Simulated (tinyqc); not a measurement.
Two electrons on one impurity (helium-like model), step by step. Values are carried at full precision from step to step, so a last printed digit may differ when a step is redone from the rounded ones.

Units Ha* = 2 Ry m/eps^2 and a* = a0 eps/m. One electron is bound by Z^2/2. Two electrons in the singlet built from exp(-a r) and exp(-b r): S = 8 (ab)^(3/2)/(a + b)^3, h_aa = a^2/2 - Z a, h_bb alike, h_ab = S (ab/2 - Z (a + b)/2), J = ab (a^2 + 3ab + b^2)/(a + b)^3, K = 20 (ab)^3/(a + b)^5, E = (h_aa + h_bb + 2 S h_ab + J + K)/(1 + S^2). For a = b this is a^2 - 2 Z a + 5a/8. Real double donors are deeper, since the central cell is left out.

Constants: Ry = 13.60569312 eV; a0 (Bohr radius) = 0.5291772105 angstrom.

Values chosen for the exercise (near those of impurities in GaAs; not measured data): m = 0.068 m0 (one mean mass); eps = 12.7 (dielectric constant); Z = 1 (effective charge (1: D- centre, 2: double donor; other values mimic a central cell)); ab = (1.11, 0.3) 1/a* (trial exponents a, b).

## Units and equal orbitals

Give Ha*, a*, the best common exponent Z - 5/16, E = -(Z - 5/16)^2, and the binding of the second electron -Z^2/2 - E.

Ha* = 11.472 meV
a* = 98.83 angstrom
exponent = 0.6875
E with equal orbitals = -0.47266 Ha*
binding of the second electron = -0.31 meV

With equal orbitals the second electron is not bound; this is a fault of the trial function, since unequal orbitals do bind it.

## Unequal orbitals

Evaluate the integrals and E.

S, h_aa, h_bb, h_ab, J, K: 0.54840  -0.49395  -0.25500  -0.29531  0.27573  0.13252

E = -0.51094 Ha*

This lies 0.0383 Ha* below the best equal-orbital value -(Z - 5/16)^2.

## The minimum over a and b

Give a, b, E, both binding energies and U, their difference.

a, b (1/a*): 1.039  0.283

E = -0.51330 Ha*

binding of the first and second electron (meV): 5.74  0.15

U = 5.58 meV

Letting one electron stay close and the other roam (decay lengths 95 and 349 angstrom) gains 0.47 meV. The exact value for Z = 1 is -0.52775, a binding of 0.32 meV, so this function recovers 48 % of it.

## Checks

- Minimum for Z = 1 against the known -0.51330: both -0.51330.
- Minimum for Z = 2 against the known -2.87566: both -2.87566.

Program tinyqc; command `OMP_NUM_THREADS=1 python tinyqc.py 1282141 1282142 out.jsonl`; about 0.03 s on one thread of a shared Intel(R) Xeon(R) Processor @ 2.30GHz.
